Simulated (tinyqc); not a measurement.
Approach to the steady line: permeation of metal atoms or ions through a thin barrier or dielectric: time lag, field-aided drift and lifetime. Computed by tinyqc, a small Python program. Command: `OMP_NUM_THREADS=1 python tinyqc.py 3022296 3022297 out.jsonl barrier walk`. One thread of a shared host (Intel(R) Xeon(R) Processor @ 2.30GHz), about 0.01 s of CPU time with the checks.

The film 0 < x < d is empty at first; C = C0 at x = 0 and C = 0 at x = d. dC/dt = D d2C/dx2 - v dC/dx with drift v = D z e V/(k_B T d) (uniform field, no space charge).

Inputs (values chosen for the exercise, for a model case: singly charged ions through a dielectric):
```
quantity,value,unit
thickness d,28,nm
prefactor D0,2.5,cm^2/s
activation energy E,1.21,eV
concentration at the source side C0,1.5e+14,1/cm^3
charge number z,1,-
voltage V (positive drives ions across),0.32,V
test temperature T,100,C
```

Constants: k_B = 8.617333262e-05 eV/K.

Method:
- D = D0 exp(-E/(k_B T)); time scale d^2/D; Peclet number P = z V/(k_B T), k_B T in eV; 1 nm = 1e-7 cm.
- Temperatures in kelvin are T(C) + 273.15.
- Steady flux J = (D C0/d) P/(1 - exp(-P)); time lag in units of d^2/D: s_L = [P (1 + exp(-P))/(1 - exp(-P)) - 2]/P^2 (P = 0: J = D C0/d, s_L = 1/6).
- Dose through the film Q(s) = C0 d {f (s - s_L) - 2 exp(P/2) sum_(n=1..200) (-1)^n n^2 pi^2 exp(-l_n s)/l_n^2}, l_n = n^2 pi^2 + P^2/4, f = P/(1 - exp(-P)) the relative flux.
- Short-time form for P = 0: Q/(C0 d) = 4 sqrt(s) ierfc(1/(2 sqrt(s))), ierfc(y) = exp(-y^2)/sqrt(pi) - y erfc(y).

Peclet number P = 9.95162

flux relative to D C0/d = 9.95209

time lag s_L = 0.0803008

Q/(C0 d):
```
s,series,steady line f (s - s_L),series without field,"short-time form, no field"
0.03,3.8097e-04,-5.0060e-01,4.8419e-06,4.8419e-06
0.05,1.5625e-02,-3.0156e-01,2.6934e-04,2.6934e-04
0.08,1.3037e-01,-2.9937e-03,3.2066e-03,3.2066e-03
0.12,4.3124e-01,3.9509e-01,1.4887e-02,1.4887e-02
0.20,1.1936e+00,1.1913e+00,6.1464e-02,6.1463e-02
0.30,2.1865e+00,2.1865e+00,1.4382e-01,1.4379e-01
0.50,4.1769e+00,4.1769e+00,3.3479e-01,3.3326e-01
0.80,7.1625e+00,7.1625e+00,6.3341e-01,6.1838e-01
1.20,1.1143e+01,1.1143e+01,1.0333e+00,9.7002e-01
```

What does the comparison show, and why?

The dose lies above the steady line at all times and, among these rows, is within 1 % of it from s = 0.2 on (the lag is s_L = 0.080); for a known P the intercept of that line gives D and its slope D C0. The field changes the dose by a factor 78.7 in the first row and 10.8 in the last; at short times the factor tends to exp(P/2) = 145.

Extremes, crossings and ranges named in words are read from the listed rows.
